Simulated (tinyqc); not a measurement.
Overlap of hydrogenic dopants: pairs, impurity band and the Mott density, step by step. Values are carried at full precision from step to step, so a last printed digit may differ when a step is redone from the rounded ones.

Ry* = Ry m/eps^2, aB = a0 eps/m. For 1s orbitals a distance rho = R/aB apart, in Ry*: overlap S = exp(-rho)(1 + rho + rho^2/3), J = (2/rho)(1 - (1 + rho) exp(-2 rho)) (attraction to the other ion), Kx = 2 (1 + rho) exp(-rho) (exchange of one electron). One electron on a pair has E = -1 - (J +/- Kx)/(1 +/- S), without the repulsion 2/rho of the ions. Hopping after orthogonalisation: t = (Kx - S J)/(1 - S^2), half the splitting. Dopants on a lattice with z neighbours, n = (3 sqrt3/4)/R^3 (bcc), give a band of width B = 2 z t, as on any lattice of two interpenetrating sublattices. Valleys, central cells and disorder are left out.

Constants: Ry = 13.60569312 eV; a0 (Bohr radius) = 0.5291772105 angstrom; hbar = 6.58211957e-16 eV s.

Values chosen for the exercise (an isotropic mass and dielectric constant of the size used for donors in GaAs; the results hold for these values, not for the real material): m = 0.062 m0 (mass); eps = 12.8 (dielectric constant); N = 0.0081 1/aB^3 (dopant density); rho = 3.9 aB (distance of a pair); u = 0.945 Ry* (cost of a second electron on one dopant); z = 8 (neighbours in the dopant lattice).

## Scales

Form Ry*, aB, and the density N in 1/cm^3 (1/angstrom^3 = 1e24/cm^3).

Ry* = 5.149 meV
aB = 109.249 angstrom
density = 6.212e+15 1/cm^3

## A pair with one electron

Form S, J, Kx, the two levels, t, and the total energy of the lower state with the repulsion, relative to a distant pair (-1).

S, J, Kx: 0.20181  0.51179  0.19837

levels (Ry*): even -1.59091, odd -1.39266

t = 0.09912 Ry*
energy of the pair against a distant one (negative: bound) = -0.07809 Ry*

In this host the pair is 42.6 nm long and its splitting 2t is 1.02 meV.

## The pair with two electrons (two-site Hubbard model)

t is the hopping between the two dopants. Singlet at (u - sqrt(u^2 + 16 t^2))/2 below the triplet at 0; estimate 4 t^2/u; weight of double occupancy (1 - u/sqrt(u^2 + 16 t^2))/2; swap time pi hbar/Jx with Jx the splitting in eV. t and u are in units of Ry*.

singlet-triplet splitting (meV): exact 0.2054, 4 t^2/u 0.2141

double occupancy = 0.0389
swap time = 10.1 ps

The estimate is 4.2 % too high at 4t/u = 0.42.

## The impurity band at this density

Form R/aB, t, B = 2 z t and N^(1/3) aB. Two estimates of the gap between the Hubbard bands: u - B (rigid bands, closing at B = u) and the Hubbard-III rule, which closes at B = (2/sqrt3) u; give B/u.

R/aB = 5.4331
t = 0.03020 Ry*

B: in Ry* 0.483, in meV 2.488

N^(1/3) aB = 0.2008
B/u = 0.511

Both rules leave a gap: an insulator at T = 0. Mott's screening rule, N^(1/3) aB = 0.26, puts this density on the insulating side.

## Checks

- Overlap S against numerical integration in elliptic coordinates: both 0.20181.

Program tinyqc; command `OMP_NUM_THREADS=1 python tinyqc.py 1482276 1482277 out.jsonl`; about 0.01 s on one thread of a shared Intel(R) Xeon(R) Processor @ 2.30GHz.
